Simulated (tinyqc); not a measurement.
From a target level to the width: type-II superlattice in the two-band Kane model. Two cases, with inputs chosen for the exercise.

Problem. Which width a puts the bottom of C1 at the energy below?

Motion along the axis, period d = a + b, c = hbar^2/2m0. Conduction and light-hole bands couple: (E - Ec)(E - Ev) = Ep c k^2 in each layer, with mass m(E) = (E - Ev)/Ep, which may be negative. The conduction envelope psi and psi'/m(E) are continuous; a layer carries them by [[cos kt, (m/k) sin kt], [-(k/m) sin kt, cos kt]] (cosh and sinh for k^2 < 0), and cos(q d) = tr(M_B M_A)/2. C1 is the first miniband above EvB, with its bottom at tr/2 = +1 and its top at -1; the gap is the bottom of C1 less the top heavy-hole level HH1.

Constants: hbar^2/2m0 = 3.80998211 eV angstrom^2.

Find: k in A; kappa in B; a.

Method. At q = 0 the state is even in both layers: (k/m_A) tan(k a/2) = (kappa/m_B) tanh(kappa b/2) with the masses at that energy; the first branch of the arctangent gives a.

Case 1.

Values chosen (near those of an InAs/GaSb superlattice; the results hold for these values, not for the real material): b = 59 angstrom (layer B); EcA = 0 eV (conduction edge of A); EvA = -0.42 eV (valence edge of A); EcB = 0.962 eV (conduction edge of B); EvB = 0.141 eV (valence edge of B); EpA = 14.3 eV (coupling energy in A); EpB = 18.3 eV (coupling energy in B).

bottom of C1 = 0.254884 eV

Solution.

k in A = 0.05619 1/angstrom
kappa in B = 0.03399 1/angstrom
a = 46.0 angstrom

Case 2.

Values chosen (near those of an InAs/GaSb superlattice; the results hold for these values, not for the real material): b = 41 angstrom (layer B); EcA = 0 eV (conduction edge of A); EvA = -0.417 eV (valence edge of A); EcB = 0.981 eV (conduction edge of B); EvB = 0.153 eV (valence edge of B); EpA = 14.1 eV (coupling energy in A); EpB = 17.9 eV (coupling energy in B).

bottom of C1 = 0.320531 eV

Solution.

k in A = 0.06634 1/angstrom
kappa in B = 0.04028 1/angstrom
a = 35.0 angstrom

Computed by tinyqc, one run a case: `OMP_NUM_THREADS=1 python tinyqc.py N N+1 out.jsonl` with N = 1281862, 1281999; one thread of a shared Intel(R) Xeon(R) Processor @ 2.30GHz, about 0.1 s a run at most.
